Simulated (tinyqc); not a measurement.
# Ferroelectric switching, Landau-Khalatnikov equation, step by step

tinyqc, about 0.01 s, one thread, Intel Xeon 2.30GHz (shared host): `OMP_NUM_THREADS=1 python tinyqc.py 2860106 2860107 out.jsonl` Printed values are rounded.

One domain: rho dP/dt = E - (2 al P + 4 be P^3), with al = -3 sqrt(3) Ec/(4 Pr), be = 3 sqrt(3) Ec/(8 Pr^3), so that the static loop has remanence Pr and coercive field Ec. With P in uC/cm^2, E in kV/cm, rho in ohm m and t in ns, dP/dt = [E - 2 al P - 4 be P^3]/(100 rho).

Parameters, values chosen for the exercise; remanent polarisation and coercive field close to those of strontium bismuth tantalate films: remanent polarisation Pr = 11 uC/cm^2; static coercive field Ec = 41 kV/cm; viscosity of the polarisation rho = 11 ohm m; field amplitude Em = 79 kV/cm; time step dt = 20 ns.

## Landau coefficients and time scales

al = -3 sqrt(3) Ec/(4 Pr), be = 3 sqrt(3) Ec/(8 Pr^3). Relaxation time at remanence tau = 100 rho/(-4 al); final state: the largest root Pf of 2 al P + 4 be P^3 = Em; relaxation time there 100 rho/(2 al + 12 be Pf^2).

al = -4.84187 kV cm/uC
be = 0.0200077 kV cm^5/uC^3
tau = 56.7962 ns
Pf = 13.8637 uC/cm^2
relaxation time at Pf = 30.1680 ns

## Step 1: one time step

P at t = 0 = -11 uC/cm^2

The constant field E = Em acts from t = 0. Explicit Euler: P(new) = P + dt dP/dt(P).

dP/dt = 0.0718182 uC/(cm^2 ns)
P after step 1 = -9.56364 uC/cm^2

## Step 2: one time step

As before.

dP/dt = 0.0512663 uC/(cm^2 ns)
P after step 2 = -8.53831 uC/cm^2

## Step 3: one time step

As before.

dP/dt = 0.0419398 uC/(cm^2 ns)
P after step 3 = -7.69952 uC/cm^2

## Course of the switching

P starts at -Pr. The reference is a fourth-order Runge-Kutta run with 40 substeps a step; the run counts as sound if it ends within 1 % of Pf.

Course of the iteration:
```
step,t (ns),P (uC/cm^2),reference (uC/cm^2)
1,20,-9.56364,-9.76606
2,40,-8.53831,-8.80015
3,60,-7.69952,-7.98070
4,80,-6.95461,-7.24169
5,100,-6.25328,-6.54128
6,120,-5.56210,-5.84863
7,140,-4.85466,-5.13734
8,160,-4.10656,-4.38146
9,180,-3.29247,-3.55252
10,200,-2.38386,-2.61699
11,220,-1.34751,-1.53441
12,240,-0.144840,-0.257361
...,...,...,...
26,520,13.8627,13.8447
27,540,13.8634,13.8539
28,560,13.8636,13.8586
29,580,13.8636,13.8611
30,600,13.8637,13.8623
31,620,13.8637,13.8630
32,640,13.8637,13.8633
33,660,13.8637,13.8635
34,680,13.8637,13.8636
35,700,13.8637,13.8636
36,720,13.8637,13.8637
37,740,13.8637,13.8637
```

P first turns positive at t = 260 ns among the steps, the reference at 260 ns (exactly 244 ns); the last value is within 0.01 % of Pf. The largest gap to the reference is 0.35 uC/cm^2.
